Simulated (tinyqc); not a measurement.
Inside a calculation. Method: UHF in the sto-3g basis, for H2+, spin multiplicity 2. Computed by tinyqc, a small Python program that keeps every step (integrals from PySCF). Settings: charge = 1, multiplicity = 2, basis = sto-3g, energy threshold = 1e-09, iteration cap = 79, orthogonalisation = symmetric, start = random, DIIS depth = 4, method = UHF. Command: `OMP_NUM_THREADS=1 python tinyqc.py 24489 24490 out.jsonl` (the two numbers bound the seeds that draw the settings). One thread of a shared host (Intel(R) Xeon(R) Processor @ 2.60GHz), about 0.02 s of CPU time with the checks. Later iterations appear only in the table of the cycle.

## One-electron integrals

Geometry (angstrom):
```
atom         x         y         z
H     0.000000  0.000000  0.000000
H     0.000000  0.000000  1.463000
```

Basis sto-3g: exponents (1/bohr^2) and contraction coefficients of normalised primitives:
```
element  l (shell)  exponent  coefficient
H            s (1)  3.425251     0.154329
H            s (1)  0.623914     0.535328
H            s (1)  0.168855     0.444635
```

Overlap, kinetic and nuclear-attraction integrals over the contracted functions; the nuclear repulsion is the sum of Za Zb / Rab.

nuclear repulsion = 0.36170691 hartree

overlap S:
```
          1H 1s     2H 1s
1H 1s  1.000000  0.270679
2H 1s  0.270679  1.000000
```

kinetic energy T (hartree):
```
          1H 1s     2H 1s
1H 1s  0.760032  0.012993
2H 1s  0.012993  0.760032
```

nuclear attraction V (hartree):
```
           1H 1s      2H 1s
1H 1s  -1.586605  -0.355943
2H 1s  -0.355943  -1.586605
```

core Hamiltonian H = T + V (hartree):
```
           1H 1s      2H 1s
1H 1s  -0.826573  -0.342951
2H 1s  -0.342951  -0.826573
```

## Two-electron integrals

Functions are numbered as in S; the eight-fold symmetry (ij|kl) = (ji|kl) = (kl|ij) leaves the list below.

Two-electron integrals (ij|kl) in chemists' order, unique and non-zero (hartree):
```
(11|11) 0.774606   (21|11) 0.146680   (21|21) 0.041931   (22|11) 0.353609
(22|21) 0.146680   (22|22) 0.774606
```

## Orthogonalisation

S = U s U^T; symmetric (Loewdin) form X = U s^(-1/2) U^T, so that X^T S X = 1.

eigenvalues of S: 0.729321  1.270679

X:
```
           1H 1s      2H 1s
1H 1s   1.029038  -0.141918
2H 1s  -0.141918   1.029038
```

## Starting guess

The start is random orthonormal orbitals; D(s) = C_occ C_occ^T for each spin.

D(alpha) at the start:
```
          1H 1s     2H 1s
1H 1s  0.957476  0.069289
2H 1s  0.069289  0.005014
```

D(beta) at the start:
```
          1H 1s     2H 1s
1H 1s  0.000000  0.000000
2H 1s  0.000000  0.000000
```

## Iteration 1: building the Fock matrix

J_ij = sum D_kl (ij|kl) with D = D(alpha) + D(beta), K_ij = sum D_kl (ik|jl) for each spin; F = H + J - K(s); E = tr D H + tr D J / 2 - 0.5 sum_s tr D(s) K(s) + E_nn.

Coulomb J (hartree):
```
          1H 1s     2H 1s
1H 1s  0.763766  0.146988
2H 1s  0.146988  0.362783
```

exchange K(alpha) (hartree):
```
          1H 1s     2H 1s
1H 1s  0.762203  0.168584
2H 1s  0.168584  0.064358
```

exchange K(beta) (hartree):
```
          1H 1s     2H 1s
1H 1s  0.000000  0.000000
2H 1s  0.000000  0.000000
```

F(alpha) (hartree):
```
           1H 1s      2H 1s
1H 1s  -0.825011  -0.364546
2H 1s  -0.364546  -0.528149
```

F(beta) (hartree):
```
           1H 1s      2H 1s
1H 1s  -0.062807  -0.195962
2H 1s  -0.195962  -0.463791
```

total energy of this density = -0.48138698 hartree

## Iteration 1: diagonalisation and new density

Diagonalise F' = X^T F X, C = X C', fill 1 alpha and 0 beta electrons from the bottom; D(s) = C_occ C_occ^T. Each column has its largest component positive (the first on a tie).

F' = X^T F X (alpha) (hartree):
```
           1          2
1  -0.777780  -0.195753
2  -0.195753  -0.469407
```

orbital energies (alpha) (hartree): MO1 -0.872778, MO2 -0.374410

coefficients C (alpha):
```
            MO1        MO2
1H 1s  0.863820  -0.576953
2H 1s  0.321597   0.987742
```

F' = X^T F X (beta) (hartree):
```
           1          2
1  -0.018613  -0.134551
2  -0.134551  -0.435145
```

orbital energies (beta) (hartree): MO1 -0.474828, MO2 0.021070

coefficients C (beta):
```
            MO1        MO2
1H 1s  0.154974   1.027153
2H 1s  0.946860  -0.427218
```

D(alpha) after iteration 1:
```
          1H 1s     2H 1s
1H 1s  0.746185  0.277802
2H 1s  0.277802  0.103425
```

D(beta) after iteration 1:
```
          1H 1s     2H 1s
1H 1s  0.000000  0.000000
2H 1s  0.000000  0.000000
```

## Iteration 2: building the Fock matrix

As before.

Coulomb J (hartree):
```
          1H 1s     2H 1s
1H 1s  0.696067  0.147918
2H 1s  0.147918  0.425467
```

exchange K(alpha) (hartree):
```
          1H 1s     2H 1s
1H 1s  0.663832  0.234502
2H 1s  0.234502  0.192897
```

exchange K(beta) (hartree):
```
          1H 1s     2H 1s
1H 1s  0.000000  0.000000
2H 1s  0.000000  0.000000
```

F(alpha) (hartree):
```
           1H 1s      2H 1s
1H 1s  -0.794338  -0.429535
2H 1s  -0.429535  -0.594004
```

F(beta) (hartree):
```
           1H 1s      2H 1s
1H 1s  -0.130506  -0.195033
2H 1s  -0.195033  -0.401106
```

total energy of this density = -0.53110256 hartree

## Iteration 2: DIIS over 2 matrices

error matrix X^T (FDS - SDF) X (alpha):
```
           1         2
1   0.000000  0.079598
2  -0.079598  0.000000
```

B (overlaps of the stored error matrices):
```
               1              2
1  2.7824607e-02  1.8777196e-02
2  1.8777196e-02  1.2671629e-02
```

Minimise |sum c_i e_i|^2 with sum c_i = 1: solve [B -1; -1 0][c; lambda] = [0; -1] with B_ij = tr e_i^T e_j summed over both spins, and take F = sum c_i F_i.

DIIS coefficients: -2.075422  3.075422

extrapolated F(alpha) (hartree):
```
           1H 1s      2H 1s
1H 1s  -0.730680  -0.564415
2H 1s  -0.564415  -0.730680
```

extrapolated F(beta) (hartree):
```
           1H 1s      2H 1s
1H 1s  -0.271010  -0.193105
2H 1s  -0.193105  -0.271010
```

## Iteration 2: diagonalisation and new density

As before.

F' = X^T F X (alpha) (hartree):
```
           1          2
1  -0.623594  -0.395621
2  -0.395621  -0.623594
```

orbital energies (alpha) (hartree): MO1 -1.019215, MO2 -0.227973

coefficients C (alpha):
```
            MO1        MO2
1H 1s  0.627288   0.827991
2H 1s  0.627288  -0.827991
```

F' = X^T F X (beta) (hartree):
```
           1          2
1  -0.236034  -0.129215
2  -0.129215  -0.236034
```

orbital energies (beta) (hartree): MO1 -0.365249, MO2 -0.106819

coefficients C (beta):
```
            MO1        MO2
1H 1s  0.627288   0.827991
2H 1s  0.627288  -0.827991
```

D(alpha) after iteration 2:
```
          1H 1s     2H 1s
1H 1s  0.393490  0.393490
2H 1s  0.393490  0.393490
```

D(beta) after iteration 2:
```
          1H 1s     2H 1s
1H 1s  0.000000  0.000000
2H 1s  0.000000  0.000000
```

## Iteration 3: building the Fock matrix

As before.

Coulomb J (hartree):
```
          1H 1s     2H 1s
1H 1s  0.559376  0.148433
2H 1s  0.148433  0.559376
```

exchange K(alpha) (hartree):
```
          1H 1s     2H 1s
1H 1s  0.436734  0.271075
2H 1s  0.271075  0.436734
```

exchange K(beta) (hartree):
```
          1H 1s     2H 1s
1H 1s  0.000000  0.000000
2H 1s  0.000000  0.000000
```

F(alpha) (hartree):
```
           1H 1s      2H 1s
1H 1s  -0.703931  -0.465593
2H 1s  -0.465593  -0.703931
```

F(beta) (hartree):
```
           1H 1s      2H 1s
1H 1s  -0.267197  -0.194518
2H 1s  -0.194518  -0.267197
```

total energy of this density = -0.55868606 hartree

## Iteration 3: DIIS over 3 matrices

error matrix X^T (FDS - SDF) X (alpha):
```
          1         2
1  0.000000  0.000000
2  0.000000  0.000000
```

B (overlaps of the stored error matrices), lower triangle:
```
               1              2              3
1  2.7824607e-02
2  1.8777196e-02  1.2671629e-02
3  0.0000000e+00  0.0000000e+00  0.0000000e+00
```

As before.

DIIS coefficients: -0.140558  0.208283  0.932275

extrapolated F(alpha) (hartree):
```
           1H 1s      2H 1s
1H 1s  -0.705743  -0.472286
2H 1s  -0.472286  -0.705743
```

extrapolated F(beta) (hartree):
```
           1H 1s      2H 1s
1H 1s  -0.267456  -0.194422
2H 1s  -0.194422  -0.267456
```

## Iteration 3: diagonalisation and new density

As before.

F' = X^T F X (alpha) (hartree):
```
           1          2
1  -0.623594  -0.303492
2  -0.303492  -0.623594
```

orbital energies (alpha) (hartree): MO1 -0.927086, MO2 -0.320102

coefficients C (alpha):
```
            MO1        MO2
1H 1s  0.627288   0.827991
2H 1s  0.627288  -0.827991
```

F' = X^T F X (beta) (hartree):
```
           1          2
1  -0.231814  -0.131675
2  -0.131675  -0.231814
```

orbital energies (beta) (hartree): MO1 -0.363489, MO2 -0.100139

coefficients C (beta):
```
            MO1        MO2
1H 1s  0.627288   0.827991
2H 1s  0.627288  -0.827991
```

D(alpha) after iteration 3:
```
          1H 1s     2H 1s
1H 1s  0.393490  0.393490
2H 1s  0.393490  0.393490
```

D(beta) after iteration 3:
```
          1H 1s     2H 1s
1H 1s  0.000000  0.000000
2H 1s  0.000000  0.000000
```

## Iteration 4: building the Fock matrix

As before.

Coulomb J (hartree):
```
          1H 1s     2H 1s
1H 1s  0.559376  0.148433
2H 1s  0.148433  0.559376
```

exchange K(alpha) (hartree):
```
          1H 1s     2H 1s
1H 1s  0.436734  0.271075
2H 1s  0.271075  0.436734
```

exchange K(beta) (hartree):
```
          1H 1s     2H 1s
1H 1s  0.000000  0.000000
2H 1s  0.000000  0.000000
```

F(alpha) (hartree):
```
           1H 1s      2H 1s
1H 1s  -0.703931  -0.465593
2H 1s  -0.465593  -0.703931
```

F(beta) (hartree):
```
           1H 1s      2H 1s
1H 1s  -0.267197  -0.194518
2H 1s  -0.194518  -0.267197
```

total energy of this density = -0.55868606 hartree

## Iteration 4 (converged): orbitals

As before.

F' = X^T F X (alpha) (hartree):
```
           1          2
1  -0.623594  -0.296799
2  -0.296799  -0.623594
```

orbital energies (alpha) (hartree): MO1 -0.920393, MO2 -0.326794

coefficients C (alpha):
```
            MO1        MO2
1H 1s  0.627288   0.827991
2H 1s  0.627288  -0.827991
```

F' = X^T F X (beta) (hartree):
```
           1          2
1  -0.231507  -0.131853
2  -0.131853  -0.231507
```

orbital energies (beta) (hartree): MO1 -0.363361, MO2 -0.099654

coefficients C (beta):
```
            MO1        MO2
1H 1s  0.627288   0.827991
2H 1s  0.627288  -0.827991
```

D(alpha) after iteration 4:
```
          1H 1s     2H 1s
1H 1s  0.393490  0.393490
2H 1s  0.393490  0.393490
```

D(beta) after iteration 4:
```
          1H 1s     2H 1s
1H 1s  0.000000  0.000000
2H 1s  0.000000  0.000000
```

## Convergence

Stop when the energy changes by less than 1e-09 hartree and every element of the error matrix X^T (F D S - S D F) X (for each spin) is below 9e-06.

Course of the cycle:
```
iteration  E (hartree)     change  largest element of the error matrix
1          -0.48138698          -                             1.18e-01
2          -0.53110256  -4.97e-02                             7.96e-02
3          -0.55868606  -2.76e-02                             1.32e-16
4          -0.55868606   2.22e-16                             1.01e-16
```

PySCF UHF in the same basis, after a stability check = -0.55868606 hartree

Converged in 4 iterations.

## Populations, bond orders and dipole

Mulliken: Z minus the diagonal of D S on the atom; Loewdin: the same with S^(1/2) D S^(1/2); Mayer order: 2 sum_s sum (D(s) S)_ij (D(s) S)_ji over the two atoms.

Charges (e):
```
atom  Mulliken   Loewdin  Mulliken spin
1H    0.500000  0.500000       0.500000
2H    0.500000  0.500000       0.500000
```

Mayer bond orders:
```
pair     order
2-1   0.500000
```

dipole moment about the origin, x y z (debye): 0.000000  0.000000  3.513544

<S^2> of the determinant (pure state: 0.75) = 0.750000
